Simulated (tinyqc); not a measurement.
Charge-trap memory cell: two steps of the calculation.

Channel, tunnel oxide, storage layer, blocking layer, gate. N electrons per area sit in a sheet at the centroid and shift the threshold by U = (q/eps0) N (tb/eb + xc tn/en). EOT = t1 + 3.9 (tn/en + tb/eb); tunnel field F = (Vg - U)/EOT; dN/dt = eta (J/q)(1 - N/Nm). Fowler-Nordheim: J = A F^2 exp(-B/F), A = q^2/(16 pi^2 hbar mo phi) (times 1e14 for A/cm^2 with F in V/nm, emitter mass m0), B = (4/3) sqrt(mo/C) phi^1.5, C = hbar^2/(2 m0).

Values chosen for this exercise; oxide values close to those of silicon dioxide, storage layer close to silicon nitride, blocking layer close to silicon dioxide:
- phi = 3.1 eV (tunnel barrier)
- mo = 0.44 m0 (tunnelling mass)
- t1 = 4 nm (tunnel oxide (permittivity 3.9))
- tn = 8.2 nm (storage layer)
- en = 7.4 (its relative permittivity)
- tb = 7 nm (blocking layer)
- eb = 3.9 (its relative permittivity)
- xc = 0.35 (charge centroid, share of tn counted from the blocking side)
- eta = 0.77 (capture efficiency of an empty layer)
- Nm = 2.7e13 cm^-2 (trap density)
- Vg = 16.7 V (gate voltage less flat band and surface potential)
- d0 = 6e-6 s (first time step)
- gr = 1.4 (growth of the step)
- n = 11 (steps)

Constants: q = 1.602176634e-19 C, hbar = 1.054571817e-34 J s, m0 = 9.1093837015e-31 kg, eps0 = 8.8541878128e-14 F/cm where lengths are in cm, hbar^2/(2 m0) = 0.0380998212 eV nm^2. Results are converted to the units shown.

Problem 1. Constants of the stack. EOT, the shift for 1e12 electrons per cm^2, the shift with all traps full, and the starting field, current and rate.

Find: EOT; shift for 1e12 cm^-2; shift with all traps full; F(0); J(0); dN/dt at the start.

Solution 1.

EOT = 15.322 nm
shift for 1e12 cm^-2 = 0.39496 V
shift with all traps full = 10.664 V
F(0) = 1.0900 V/nm
J(0) = 0.018784 A/cm^2
dN/dt at the start = 9.0276e16 cm^-2 s^-1

Problem 2. Midpoint steps of growing length. N(half) = N + (d/2) r(N), N(new) = N + d r(N(half)), r = dN/dt; the step starts at d0 and is multiplied by gr each time. Field in the blocking layer (3.9 F + q N/eps0)/eb.

Find: t; N; U; F; blocking field.

Solution 2.

```
step     t (s)  N (cm^-2)  U (V)  F (V/nm)  blocking field (V/nm)
0            0          0  0.000     1.090                  1.090
1     6.000e-6   4.573e11  0.181     1.078                  1.099
2     1.440e-5   9.320e11  0.368     1.066                  1.109
3     2.616e-5   1.417e12  0.560     1.053                  1.119
4     4.262e-5   1.908e12  0.753     1.041                  1.129
5     6.567e-5   2.399e12  0.947     1.028                  1.139
6     9.794e-5   2.887e12  1.140     1.016                  1.150
7     1.431e-4   3.371e12  1.331     1.003                  1.159
8     2.064e-4   3.848e12  1.520     0.991                  1.169
9     2.949e-4   4.317e12  1.705     0.979                  1.179
10    4.189e-4   4.778e12  1.887     0.967                  1.188
11    5.924e-4   5.229e12  2.065     0.955                  1.198
```

Range of the model: The Fowler-Nordheim form needs F t1 above phi; trap-assisted paths and leakage through the blocking layer are left out.

Computed by the program tinyqc: `OMP_NUM_THREADS=1 python tinyqc.py 2130079 2130080 out.jsonl`, one thread of a shared Intel Xeon 2.30GHz, about 0.01 s for the whole run.
